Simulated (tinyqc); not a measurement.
Formation energy of a charged point defect from supercell energies: one step, computed by the program tinyqc. Command: `OMP_NUM_THREADS=1 python tinyqc.py 3022614 3022615 out.jsonl formation walk`. One thread of a shared host (Intel(R) Xeon(R) Processor @ 2.30GHz), about 0.01 s of CPU time with the checks.

The host is a compound AB. Making the defect adds n_A = -1, n_B = 0 atoms to the cell. All total energies are inputs. E_F is counted from the valence-band maximum (VBM); x = 0 is A-rich and x = 1 B-rich growth.

Problem. Transition levels and the lower envelope. eps(q/q') = [E_f(q', 0) - E_f(q, 0)]/(q - q'). U of state q is eps(q/q-1) - eps(q+1/q). The stable state at each E_F is the lowest line E_f(q, 0) + q E_F.

Inputs (values chosen for the exercise, for a model compound AB): gap E_g = 6.74 eV.

Defect: vacancy of A. Supercell lattice: bcc.

E_f(q, 0) (eV): (q=+1) 1.314444, (q=0) 5.086000, (q=-1) 6.492444

Give: One-electron levels above the VBM (eV); Stable states.

Solution.

One-electron levels above the VBM (eV):
```
level   energy  U of the state between this level and the next
(+1/0)   3.772                                          -2.365
(0/-1)   1.406                                               -
```

Stable states:
```
q   from E_F (eV)  to E_F (eV)
+1          0.000        2.589
-1          2.589        6.740
```

Stable in the gap, from the VBM up: +1, -1. State 0 is never the lowest: its U is negative, so two such centres gain by exchanging an electron.
